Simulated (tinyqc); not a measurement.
# Surface potential of a MOS transistor: implicit equation and explicit approximations: effect of the channel-body voltage at fixed gate voltage

p-type body, charge-sheet picture, depletion and inversion only, full ionisation (an idealisation for deep acceptors), Boltzmann statistics (rough once Na exp(x - xn) passes about Nc/7). In units of Vt: xg = (Vg - Vfb)/Vt, x = psi/Vt, G = gamma/sqrt(Vt), xn = (2 phiF + Vc)/Vt. The implicit equation is (xg - x)^2 = G^2 [x - 1 + exp(x - xn)] for x above about 3. Cox = eps0 eox/tox.

ni = sqrt(Nc Nv) exp(-Eg/(2 Vt)), Eg in volts; phiF = Vt ln(Na/ni); gamma = sqrt(2 q eps0 eps_r Na)/Cox; VT = Vfb + Vt (xn + G sqrt(xn - 1)). Depletion value a = 1 + [sqrt(G^2/4 + xg - 1) - G/2]^2; inversion value b = xn + ln[(xg - xn)^2/G^2 - xn + 1] and first guess y = min(a, b) - ln(1 + exp(-|a - b|)) if a > xn + 1, else b = y = a; one second-order correction with D = exp(y - xn), p = 2 (xg - y) + G^2 (1 + D), w = (xg - y)^2 - G^2 (y - 1 + D): z = y + 2 w/(p + sqrt(p^2 - 2 (2 - G^2 D) w)), or the Newton step z = y + w/p where the root is not real. N_inv = (Cox Vt G/q) [sqrt(x - 1 + exp(x - xn)) - sqrt(x - 1)] at the root. Lambert form (Cox m Vt/q) W0[(G/(2 m sqrt(xn - 1))) exp((Vg - VT)/(m Vt))], m = 1 + G/(2 sqrt(xn - 1)). Errors under 1e-4 mV, and the linear form below VT, are printed as 0.

Inputs (values chosen for the exercise); band and dielectric values close to those of silicon:

| symbol | value | unit | meaning |
|---|---|---|---|
| T | 300 | K | temperature |
| Eg | 1.12 | eV | band gap |
| eps_r | 11.6 |  | relative permittivity |
| Nc | 2.83e19 | cm^-3 | conduction-band density of states at T |
| Nv | 2.64e19 | cm^-3 | valence-band density of states at T |
| eox | 3.9 |  | relative permittivity of the gate insulator (close to silicon dioxide) |
| tox | 2 | nm | insulator thickness |
| Na | 5e16 | cm^-3 | acceptor density |
| Vfb | -0.67 | V | flat-band voltage |
| Vg | 2.02 | V | gate-body voltage |

Constants: q = 1.602176634e-19 C, kB = 1.380649e-23 J/K, Vt = kB T/q, eps0 = 8.8541878128e-14 F/cm where lengths are in cm. Results are converted to the units shown.

Result of one run:

| psi (V) | x - xn | error of y (mV) | error of z (mV) | N_inv (cm^-2) | Cox (Vg - VT)/q (cm^-2) | Lambert form (cm^-2) |
|---|---|---|---|---|---|---|
| 2.003 | 8.081 | 14.0 | -1.26 | 6.278e12 | 8.590e12 | 6.657e12 |

Which channel-body voltage Vc gave this result: 0, 0.2, 0.8 or 1 V?

Vc = 1 V.

The whole series:

| Vc (V) | psi (V) | x - xn | error of y (mV) | error of z (mV) | N_inv (cm^-2) | Cox (Vg - VT)/q (cm^-2) | Lambert form (cm^-2) |
|---|---|---|---|---|---|---|---|
| 0 | 1.049 | 9.844 | 7.48 | -0.133 | 1.688e13 | 1.973e13 | 1.761e13 |
| 0.2 | 1.242 | 9.592 | 8.21 | -0.181 | 1.472e13 | 1.749e13 | 1.538e13 |
| 0.4 | 1.435 | 9.305 | 9.12 | -0.258 | 1.258e13 | 1.526e13 | 1.317e13 |
| 0.6 | 1.626 | 8.971 | 10.3 | -0.392 | 1.045e13 | 1.303e13 | 1.098e13 |
| 0.8 | 1.816 | 8.573 | 11.8 | -0.651 | 8.351e12 | 1.081e13 | 8.808e12 |
| 1 | 2.003 | 8.081 | 14.0 | -1.26 | 6.278e12 | 8.590e12 | 6.657e12 |
| 1.2 | 2.186 | 7.435 | 17.4 | -3.53 | 4.251e12 | 6.376e12 | 4.540e12 |
| 1.4 | 2.362 | 6.497 | 23.4 | 7.42 | 2.311e12 | 4.165e12 | 2.489e12 |

As Vc goes from 0 to 1.4, psi rises from 1.05 to 2.36 V, x - xn falls from 9.84 to 6.50 and N_inv falls from 1.69e13 to 2.31e12 cm^-2. The Lambert form lies between 1.04 and 1.08 times N_inv. In every row the electron quasi-Fermi level lies less than 2 Vt below the band edge at the surface, or above it, where degeneracy and confinement, left out, matter.

tinyqc, about 0.01 s, one thread, Intel Xeon 2.30GHz (shared host): `OMP_NUM_THREADS=1 python tinyqc.py 2122186 2122187 out.jsonl`
